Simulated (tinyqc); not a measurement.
Small-signal admittance of a forward-biased p+-n diode: one step of the calculation.

Holes injected into a neutral base of width wb with an ohmic contact at its end; low injection, p0 far above the equilibrium density. A small voltage v exp(i w t), w = 2 pi f, modulates the edge density by p0 v/Vt, and the small-signal density obeys Dp d2p/dx2 = (1/tau + i w) p.

Question. Closed-form admittance. L = sqrt(Dp tau); direct current J = (q Dp p0/L) coth(wb/L); k = sqrt(1 + i w tau)/L; diffusion admittance Y = (q Dp p0/Vt) k coth(k wb) = G + i w C_diff; junction capacitance C_j = sqrt(q eps0 eps_r Nd/(2 Vr)) in the depletion approximation, with the remaining barrier Vr = Vt ln(Na/p0), a rough value under forward bias; base-width modulation is left out.

Values chosen for this exercise; permittivity close to that of silicon:
- T = 300 K (temperature)
- eps_r = 11.7 (relative permittivity)
- Nd = 2.6e16 cm^-3 (donor density of the base)
- Dp = 5.4 cm^2/s (hole diffusion coefficient)
- tau = 1e-6 s (hole lifetime)
- wb = 44 um (width of the neutral base)
- p0 = 2.9e13 cm^-3 (excess hole density at the junction edge)
- Na = 4e19 cm^-3 (acceptor density of the p+ side)
- f = 4.3e5 Hz (signal frequency)

Constants: q = 1.602176634e-19 C, kB = 1.380649e-23 J/K, Vt = kB T/q, eps0 = 8.8541878128e-14 F/cm where lengths are in cm. Results are converted to the units shown.

Wanted: L; J; k wb; Y; C_diff; C_j.

Answer.

L = 23.238 um
J = 0.011298 A/cm^2
k wb = 2.6376+1.8362i
Y = 0.57458+0.40445i S/cm^2
C_diff = 0.14970 uF/cm^2
C_j = 0.076836 uF/cm^2

G is 1.31 times its low-frequency value J/Vt, and C_diff is 1.95 times C_j.

Program tinyqc, `OMP_NUM_THREADS=1 python tinyqc.py 2890154 2890155 out.jsonl`; Intel Xeon 2.30GHz, shared host, one thread, about 0.01 s.
